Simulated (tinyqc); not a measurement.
Wafer and channel orientation: ellipsoidal valleys in the axes of a wafer and a channel.

Valleys with axes a along x, y and z, two valleys each; inverse mass tensor w = 1/mt + (1/ml - 1/mt) a a. Device axes: z = nz/|nz|, x = nx/|nx|, y = z cross x; in them a = (ax, ay, az). Confinement mass mz = 1/w_zz. In the plane w_ij is replaced by u_ij = w_ij - w_iz w_jz/w_zz (i, j = x, y); density-of-states mass md = 1/sqrt(det u); conductivity mass along x mc = 1/u_xx; ballistic transport mass mx = u_yy/det u, width mass my = 1/u_yy.

Hard walls: E_n = c (n pi/t)^2/mz, c = hbar^2/2m0, n = 1, 2, 3. Non-degenerate share of a valley proportional to md sum_n exp(-E_n/kT); mean 1/mc = sum of share/mc. 1 nm = 10 angstrom.

Constants: hbar^2/2m0 = 3.80998211 eV angstrom^2; kB = 8.617333262e-05 eV/K.

Inputs chosen for the exercise (near those of the Delta valleys of Si; not measured data):
```
symbol  value  unit  meaning
ml      0.952  m0    longitudinal mass
mt      0.19   m0    transverse mass
t       7.9    nm    thickness of the film
T       300    K     temperature
```

For each face/channel: the lowest ladder (mz, number of valleys, md, E1, share) and the mean conductivity mass over all valleys.

Results:
```
face/channel     mz  valleys     md  E1 (meV)  share  mean mc
(210)/[001]   0.528        2  0.255      11.4  0.437   0.2407
(111)/[1-10]  0.259        6  0.364      23.3  1.000   0.2987
(001)/[100]   0.952        2  0.190       6.3  0.485   0.2393
(110)/[001]   0.317        4  0.329      19.0  0.733   0.2416
(112)/[11-1]  0.407        2  0.290      14.8  0.406   0.3249
(113)/[1-10]  0.551        2  0.250      10.9  0.442   0.2502
(110)/[1-11]  0.317        4  0.329      19.0  0.733   0.3153
```

What can be read from this table?

The mean conductivity mass is lowest, 0.2393, for (001)/[100] and highest, 0.3249, for (112)/[11-1]; the bulk value is 0.2591. The confinement energy is lowest on the face with the heaviest mz ((001), 6 meV). The density of states of the lowest ladder, valleys times md, runs between 0.380 and 2.185; a small value limits the charge through the quantum capacitance.

Computed by tinyqc, a small Python program: `OMP_NUM_THREADS=1 python tinyqc.py 1880740 1880741 out.jsonl` (the numbers bound the seed that draws the inputs); one thread of a shared host (Intel(R) Xeon(R) Processor @ 2.30GHz), about 0.01 s for the whole set of steps.
